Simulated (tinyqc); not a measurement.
Worked calculation (part 3 of 3): UHF in the sto-3g basis, for BeH, spin multiplicity 2. Computed by tinyqc, a small Python program that keeps every step (integrals from PySCF). Command: `OMP_NUM_THREADS=1 python tinyqc.py 21360 21361 out.jsonl` (the two numbers bound the seeds that draw the settings). One thread of a shared host (Intel(R) Xeon(R) Processor @ 2.60GHz), about 0.1 s of CPU time with the checks.

Geometry (angstrom):

| atom | x | y | z |
|---|---|---|---|
| Be | 0.000000 | 0.000000 | 0.000000 |
| H | 0.000000 | 0.000000 | 1.157000 |

## Iteration 4: diagonalisation and new density

extrapolated F(alpha) (hartree):
```
            1Be 1s     1Be 2s   1Be 2px   1Be 2py    1Be 2pz      2H 1s
1Be 1s   -4.508475  -1.284945  0.000000  0.000000  -0.003533  -0.530001
1Be 2s   -1.284945  -0.683819  0.000000  0.000000  -0.020041  -0.490739
1Be 2px   0.000000   0.000000  0.195184  0.000000   0.000000   0.000000
1Be 2py   0.000000   0.000000  0.000000  0.195184   0.000000   0.000000
1Be 2pz  -0.003533  -0.020041  0.000000  0.000000  -0.230159  -0.370572
2H 1s    -0.530001  -0.490739  0.000000  0.000000  -0.370572  -0.435885
```

extrapolated F(beta) (hartree):
```
            1Be 1s     1Be 2s   1Be 2px   1Be 2py    1Be 2pz      2H 1s
1Be 1s   -4.481671  -1.280045  0.000000  0.000000  -0.002020  -0.523316
1Be 2s   -1.280045  -0.480136  0.000000  0.000000  -0.245841  -0.486858
1Be 2px   0.000000   0.000000  0.245651  0.000000   0.000000   0.000000
1Be 2py   0.000000   0.000000  0.000000  0.245651   0.000000   0.000000
1Be 2pz  -0.002020  -0.245841  0.000000  0.000000   0.040457  -0.327169
2H 1s    -0.523316  -0.486858  0.000000  0.000000  -0.327169  -0.357301
```

X:
```
            1Be 1s     1Be 2s   1Be 2px   1Be 2py    1Be 2pz      2H 1s
1Be 1s    1.027215  -0.143070  0.000000  0.000000  -0.007870   0.009429
1Be 2s   -0.143070   1.239446  0.000000  0.000000   0.224237  -0.480283
1Be 2px   0.000000   0.000000  1.000000  0.000000   0.000000   0.000000
1Be 2py   0.000000   0.000000  0.000000  1.000000   0.000000   0.000000
1Be 2pz  -0.007870   0.224237  0.000000  0.000000   1.236221  -0.507104
2H 1s     0.009429  -0.480283  0.000000  0.000000  -0.507104   1.445573
```

D(alpha) after iteration 3:
```
            1Be 1s     1Be 2s   1Be 2px   1Be 2py    1Be 2pz      2H 1s
1Be 1s    1.062100  -0.211764  0.000000  0.000000   0.083736  -0.075756
1Be 2s   -0.211764   0.806333  0.000000  0.000000  -0.401559   0.086343
1Be 2px   0.000000   0.000000  0.000000  0.000000   0.000000   0.000000
1Be 2py   0.000000   0.000000  0.000000  0.000000   0.000000   0.000000
1Be 2pz   0.083736  -0.401559  0.000000  0.000000   0.436265   0.269108
2H 1s    -0.075756   0.086343  0.000000  0.000000   0.269108   0.422096
```

D(beta) after iteration 3:
```
            1Be 1s     1Be 2s   1Be 2px   1Be 2py    1Be 2pz      2H 1s
1Be 1s    1.028566  -0.081989  0.000000  0.000000  -0.057087  -0.103921
1Be 2s   -0.081989   0.280422  0.000000  0.000000   0.152453   0.257333
1Be 2px   0.000000   0.000000  0.000000  0.000000   0.000000   0.000000
1Be 2py   0.000000   0.000000  0.000000  0.000000   0.000000   0.000000
1Be 2pz  -0.057087   0.152453  0.000000  0.000000   0.083038   0.140258
2H 1s    -0.103921   0.257333  0.000000  0.000000   0.140258   0.236964
```

overlap S:
```
           1Be 1s    1Be 2s   1Be 2px   1Be 2py   1Be 2pz     2H 1s
1Be 1s   1.000000  0.259517  0.000000  0.000000  0.000000  0.104168
1Be 2s   0.259517  1.000000  0.000000  0.000000  0.000000  0.535270
1Be 2px  0.000000  0.000000  1.000000  0.000000  0.000000  0.000000
1Be 2py  0.000000  0.000000  0.000000  1.000000  0.000000  0.000000
1Be 2pz  0.000000  0.000000  0.000000  0.000000  1.000000  0.569414
2H 1s    0.104168  0.535270  0.000000  0.000000  0.569414  1.000000
```

A level shift of 0.2 hartree raises the virtual space: F + shift (S - S D(s) S), with D(s) the density of one spin. Diagonalise F' = X^T F X, C = X C', fill 3 alpha and 2 beta electrons from the bottom; D(s) = C_occ C_occ^T. Each column has its largest component positive (the first on a tie).

F' = X^T F X (alpha) (hartree):
```
           1          2         3         4          5          6
1  -4.402129  -0.659115  0.000000  0.000000  -0.006833  -0.133634
2  -0.659115  -0.177977  0.000000  0.000000   0.295483  -0.496667
3   0.000000   0.000000  0.395184  0.000000   0.000000   0.000000
4   0.000000   0.000000  0.000000  0.395184   0.000000   0.000000
5  -0.006833   0.295483  0.000000  0.000000   0.140721  -0.562404
6  -0.133634  -0.496667  0.000000  0.000000  -0.562404   0.169060
```

orbital energies (alpha) (hartree): MO1 -4.511876, MO2 -0.486053, MO3 -0.271050, MO4 0.395184, MO5 0.395184, MO6 0.998654

coefficients C (alpha):
```
              MO1        MO2        MO3        MO4       MO5        MO6
1Be 1s   0.991928  -0.194691  -0.201212   0.000000  0.000000   0.116090
1Be 2s   0.029424   0.430686   0.783743   0.000000  0.000000  -1.018352
1Be 2px  0.000000   0.000000   0.000000  -0.064736  0.997902   0.000000
1Be 2py  0.000000   0.000000   0.000000   0.997902  0.064736   0.000000
1Be 2pz  0.000825   0.243235  -0.635521   0.000000  0.000000  -1.171618
2H 1s    0.000263   0.590710  -0.193428   0.000000  0.000000   1.480285
```

F' = X^T F X (beta) (hartree):
```
           1          2         3         4          5          6
1  -4.369745  -0.698571  0.000000  0.000000   0.039337  -0.126293
2  -0.698571   0.108507  0.000000  0.000000  -0.047820  -0.529616
3   0.000000   0.000000  0.445651  0.000000   0.000000   0.000000
4   0.000000   0.000000  0.000000  0.445651   0.000000   0.000000
5   0.039337  -0.047820  0.000000  0.000000   0.498318  -0.536246
6  -0.126293  -0.529616  0.000000  0.000000  -0.536246   0.293439
```

orbital energies (beta) (hartree): MO1 -4.485063, MO2 -0.441704, MO3 0.397125, MO4 0.445651, MO5 0.445651, MO6 1.060163

coefficients C (beta):
```
               MO1        MO2        MO3        MO4       MO5        MO6
1Be 1s    0.992064  -0.197745  -0.209588   0.000000  0.000000   0.092571
1Be 2s    0.029898   0.472197   0.860582   0.000000  0.000000  -0.934443
1Be 2px   0.000000   0.000000   0.000000  -0.073944  0.997262   0.000000
1Be 2py   0.000000   0.000000   0.000000   0.997262  0.073944   0.000000
1Be 2pz   0.003091   0.305939  -0.544252   0.000000  0.000000  -1.202465
2H 1s    -0.002035   0.519880  -0.300646   0.000000  0.000000   1.488935
```

D(alpha) after iteration 4:
```
            1Be 1s     1Be 2s   1Be 2px   1Be 2py    1Be 2pz      2H 1s
1Be 1s    1.062313  -0.212363  0.000000  0.000000   0.081337  -0.075825
1Be 2s   -0.212363   0.800608  0.000000  0.000000  -0.393303   0.102821
1Be 2px   0.000000   0.000000  0.000000  0.000000   0.000000   0.000000
1Be 2py   0.000000   0.000000  0.000000  0.000000   0.000000   0.000000
1Be 2pz   0.081337  -0.393303  0.000000  0.000000   0.463051   0.266609
2H 1s    -0.075825   0.102821  0.000000  0.000000   0.266609   0.386353
```

D(beta) after iteration 4:
```
            1Be 1s     1Be 2s   1Be 2px   1Be 2py    1Be 2pz      2H 1s
1Be 1s    1.023293  -0.063714  0.000000  0.000000  -0.057431  -0.104822
1Be 2s   -0.063714   0.223864  0.000000  0.000000   0.144556   0.245425
1Be 2px   0.000000   0.000000  0.000000  0.000000   0.000000   0.000000
1Be 2py   0.000000   0.000000  0.000000  0.000000   0.000000   0.000000
1Be 2pz  -0.057431   0.144556  0.000000  0.000000   0.093608   0.159045
2H 1s    -0.104822   0.245425  0.000000  0.000000   0.159045   0.270280
```

Within a degenerate level the vectors are fixed only up to a rotation; this is one choice.

## Iteration 12 (converged): orbitals

converged F(alpha) (hartree):
```
            1Be 1s     1Be 2s   1Be 2px   1Be 2py    1Be 2pz      2H 1s
1Be 1s   -4.511925  -1.285664  0.000000  0.000000  -0.003258  -0.530087
1Be 2s   -1.285664  -0.687542  0.000000  0.000000  -0.015519  -0.486781
1Be 2px   0.000000   0.000000  0.192784  0.000000   0.000000   0.000000
1Be 2py   0.000000   0.000000  0.000000  0.192784   0.000000   0.000000
1Be 2pz  -0.003258  -0.015519  0.000000  0.000000  -0.231855  -0.362915
2H 1s    -0.530087  -0.486781  0.000000  0.000000  -0.362915  -0.414910
```

converged F(beta) (hartree):
```
            1Be 1s     1Be 2s   1Be 2px   1Be 2py    1Be 2pz      2H 1s
1Be 1s   -4.483162  -1.281045  0.000000  0.000000  -0.002017  -0.524373
1Be 2s   -1.281045  -0.468100  0.000000  0.000000  -0.249343  -0.486389
1Be 2px   0.000000   0.000000  0.247693  0.000000   0.000000   0.000000
1Be 2py   0.000000   0.000000  0.000000  0.247693   0.000000   0.000000
1Be 2pz  -0.002017  -0.249343  0.000000  0.000000   0.032345  -0.340893
2H 1s    -0.524373  -0.486389  0.000000  0.000000  -0.340893  -0.375541
```

Diagonalise F' = X^T F X, C = X C', fill 3 alpha and 2 beta electrons from the bottom; D(s) = C_occ C_occ^T. Each column has its largest component positive (the first on a tie).

F' = X^T F X (alpha) (hartree):
```
           1          2         3         4          5          6
1  -4.405966  -0.655046  0.000000  0.000000  -0.002041  -0.139430
2  -0.655046  -0.223523  0.000000  0.000000   0.242978  -0.440840
3   0.000000   0.000000  0.192784  0.000000   0.000000   0.000000
4   0.000000   0.000000  0.000000  0.192784   0.000000   0.000000
5  -0.002041   0.242978  0.000000  0.000000   0.061611  -0.482422
6  -0.139430  -0.440840  0.000000  0.000000  -0.482422   0.112018
```

orbital energies (alpha) (hartree): MO1 -4.515315, MO2 -0.474821, MO3 -0.276858, MO4 0.192784, MO5 0.192784, MO6 0.811135

coefficients C (alpha):
```
              MO1        MO2        MO3        MO4       MO5        MO6
1Be 1s   0.991940  -0.201459  -0.195096   0.000000  0.000000   0.114875
1Be 2s   0.029410   0.465379   0.763958   0.000000  0.000000  -1.018123
1Be 2px  0.000000   0.000000   0.000000  -0.122114  0.992516   0.000000
1Be 2py  0.000000   0.000000   0.000000   0.992516  0.122114   0.000000
1Be 2pz  0.000759   0.242225  -0.650984   0.000000  0.000000  -1.163309
2H 1s    0.000198   0.564984  -0.197385   0.000000  0.000000   1.489774
```

F' = X^T F X (beta) (hartree):
```
           1          2         3         4          5          6
1  -4.372903  -0.685450  0.000000  0.000000   0.029738  -0.135214
2  -0.685450   0.000428  0.000000  0.000000   0.000951  -0.444186
3   0.000000   0.000000  0.247693  0.000000   0.000000   0.000000
4   0.000000   0.000000  0.000000  0.247693   0.000000   0.000000
5   0.029738   0.000951  0.000000  0.000000   0.329204  -0.489930
6  -0.135214  -0.444186  0.000000  0.000000  -0.489930   0.166223
```

orbital energies (beta) (hartree): MO1 -4.486576, MO2 -0.451279, MO3 0.202307, MO4 0.247693, MO5 0.247693, MO6 0.858500

coefficients C (beta):
```
               MO1        MO2        MO3        MO4       MO5        MO6
1Be 1s    0.992052  -0.188566  -0.217399   0.000000  0.000000   0.093827
1Be 2s    0.029799   0.428641   0.880455   0.000000  0.000000  -0.936924
1Be 2px   0.000000   0.000000   0.000000  -0.289888  0.957060   0.000000
1Be 2py   0.000000   0.000000   0.000000   0.957060  0.289888   0.000000
1Be 2pz   0.002917   0.314995  -0.529254   0.000000  0.000000  -1.206814
2H 1s    -0.001695   0.546193  -0.283155   0.000000  0.000000   1.482933
```

D(alpha) after iteration 12:
```
            1Be 1s     1Be 2s   1Be 2px   1Be 2py    1Be 2pz      2H 1s
1Be 1s    1.062594  -0.213627  0.000000  0.000000   0.078959  -0.075116
1Be 2s   -0.213627   0.801074  0.000000  0.000000  -0.384575   0.112144
1Be 2px   0.000000   0.000000  0.000000  0.000000   0.000000   0.000000
1Be 2py   0.000000   0.000000  0.000000  0.000000   0.000000   0.000000
1Be 2pz   0.078959  -0.384575  0.000000  0.000000   0.482453   0.265348
2H 1s    -0.075116   0.112144  0.000000  0.000000   0.265348   0.358168
```

D(beta) after iteration 12:
```
            1Be 1s     1Be 2s   1Be 2px   1Be 2py    1Be 2pz      2H 1s
1Be 1s    1.019724  -0.051265  0.000000  0.000000  -0.056503  -0.104675
1Be 2s   -0.051265   0.184621  0.000000  0.000000   0.135107   0.234071
1Be 2px   0.000000   0.000000  0.000000  0.000000   0.000000   0.000000
1Be 2py   0.000000   0.000000  0.000000  0.000000   0.000000   0.000000
1Be 2pz  -0.056503   0.135107  0.000000  0.000000   0.099231   0.172043
2H 1s    -0.104675   0.234071  0.000000  0.000000   0.172043   0.298330
```

Within a degenerate level the vectors are fixed only up to a rotation; this is one choice.

## Convergence

Stop when the energy changes by less than 1e-10 hartree and every element of the error matrix X^T (F D S - S D F) X (for each spin) is below 3e-06.

Course of the cycle:

| iteration | E (hartree) | change | largest element of the error matrix |
|---|---|---|---|
| 1 | -15.10535991 | - | 3.06e-01 |
| 2 | -14.87770291 | 2.28e-01 | 7.23e-02 |
| 3 | -14.90669197 | -2.90e-02 | 4.55e-02 |
| 4 | -14.92191703 | -1.52e-02 | 2.19e-02 |
| 5 | -14.92466405 | -2.75e-03 | 9.90e-03 |
| 6 | -14.92525015 | -5.86e-04 | 2.17e-03 |
| 7 | -14.92527251 | -2.24e-05 | 4.30e-04 |
| 8 | -14.92527341 | -9.06e-07 | 1.15e-04 |
| 9 | -14.92527348 | -6.38e-08 | 2.87e-05 |
| 10 | -14.92527348 | -2.92e-09 | 4.46e-06 |
| 11 | -14.92527348 | -1.22e-10 | 1.04e-06 |
| 12 | -14.92527348 | -6.23e-12 | 2.45e-07 |

PySCF UHF in the same basis, after a stability check = -14.92527348 hartree

Converged in 12 iterations.

## Populations, bond orders and dipole

Mulliken: Z minus the diagonal of D S on the atom; Loewdin: the same with S^(1/2) D S^(1/2); Mayer order: 2 sum_s sum (D(s) S)_ij (D(s) S)_ji over the two atoms.

Charges (e):

| atom | Mulliken | Loewdin | Mulliken spin |
|---|---|---|---|
| 1Be | 0.072145 | 0.050058 | 0.949218 |
| 2H | -0.072145 | -0.050058 | 0.050782 |

Mayer bond orders:

| pair | order |
|---|---|
| 2-1 | 0.992216 |

dipole moment about the origin, x y z (debye): 0.000000  0.000000  -0.565963

<S^2> of the determinant (pure state: 0.75) = 0.750458
